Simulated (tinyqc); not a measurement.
Inside a calculation: optical gain and spontaneous emission in a bulk direct-gap semiconductor. Values are carried at full precision from step to step, so a last printed digit may differ when a step is redone from the rounded ones.

F_j(eta) = (1/Gamma(j + 1)) integral_0^infinity x^j dx/(1 + exp(x - eta)), which tends to exp(eta) for eta << 0.

Quasi-Fermi levels: n = Nc F_1/2(Fc/kT) and p = Nv F_1/2(Fv/kT), Fc counted up from the conduction edge and Fv down from the valence edge; Nc, Nv from N = 2 (m kB T/(4 pi c))^(3/2) with c = hbar^2/2m0, in 1/angstrom^3; times 1e24 for 1/cm^3, with me and (mhh^(3/2) + mlh^(3/2))^(2/3).

Constants: hbar^2/2m0 = 3.80998211 eV angstrom^2; kB = 8.617333262e-05 eV/K; fine-structure constant alpha = 0.007297352564; hbar = 6.58211957e-16 eV s; hbar c = 1973.269805 eV angstrom.

Parameters, chosen for this exercise (near those of GaN; the results hold for these values, not for the real material):
- me = 0.1984 m0 (electron mass)
- mhh = 1.437 m0 (heavy-hole mass)
- mlh = 0.3004 m0 (light-hole mass)
- n = 2.5e+19 1/cm^3 (injected density, n = p)
- T = 400 K
- Eg = 3.429 eV (direct gap)
- Ep = 17.3 eV (Kane energy)
- nr = 2.55 (refractive index)
- E = 3.562 eV (photon energy)

## Quasi-Fermi levels

Solve for Fc and Fv.

kT = 0.034469 eV
Nc = 3.414e+18 1/cm^3
Nv = 7.291e+19 1/cm^3
Fc = 0.1503 eV
Fv = -0.0327 eV
Fc + Fv = 0.1176 eV

The separation of the quasi-Fermi levels exceeds the gap, so photons between Eg and Eg + (Fc + Fv) see gain. The quasi-Fermi level of the electrons lies inside the band, that of the holes in the gap.

## Absorption of the empty crystal

Parabolic bands, vertical transitions, no excitons. For each hole band j: mr = me mj/(me + mj); joint density of states J_j(E) = (mr/c)^(3/2) sqrt(E - Eg)/(2 pi^2), both spins, c = hbar^2/2m0; averaged matrix element |e.p|^2 = m0 Ep/6; alpha_j(E) = 4 pi^2 alpha_f c Ep J_j/(3 nr E) in 1/angstrom (alpha_f the fine-structure constant, listed as alpha among the constants), times 1e8 for 1/cm.

Evaluate at E for heavy and light holes.

mr, J and alpha of each hole band:
```
hole   mr (m0)  J (1/(eV angstrom^3))  alpha (1/cm)
heavy  0.17433              0.0001808       12601.2
light  0.11949              0.0001026        7150.3
```

The heavy-hole band gives 64 % of the total, 19751 1/cm.

## Occupations and gain at E

For band j the electron sits at Ee = (E - Eg) mr/me above its edge and the hole at Eh = (E - Eg) mr/mj; fe = 1/(1 + exp((Ee - Fc)/kT)), fh = 1/(1 + exp((Eh - Fv)/kT)); gain g = sum_j alpha_j (fe + fh - 1).

Use mr and alpha from the table.

Energies, occupations and gain of each hole band:
```
hole   Ee (eV)  Eh (eV)     fe     fh  g (1/cm)
heavy   0.1169   0.0161  0.725  0.195     -1003
light   0.0801   0.0529  0.885  0.077      -274
```

total gain = -1277 1/cm

E - Eg = 0.1330 eV is above Fc + Fv = 0.1176 eV, so both bands give loss (Bernard-Duraffourg).

## Spontaneous emission

Spontaneous rate: R = integral of (nr E/(hbar c))^2/(pi^2 hbar) sum_j alpha_j fe fh dE, with alpha in 1/cm and (nr E/(hbar c))^2 in 1/cm^2 (1e16 per 1/angstrom^2); B = R/(n p); lifetime n/R.

Integrate over photon energy.

R = 1.53e+28 1/(cm^3 s)
B = 2.45e-11 cm^3/s
radiative lifetime = 1.63 ns

## Checks

- B at n = 1e13 1/cm^3 against the van Roosbroeck-Shockley value from alpha and ni^2 (cm^3/s): both 3.93e-11.

Run: tinyqc, `OMP_NUM_THREADS=1 python tinyqc.py 1652286 1652287 out.jsonl`; Intel(R) Xeon(R) Processor @ 2.30GHz, one thread, shared host; about 0.08 s of CPU time with all checks.
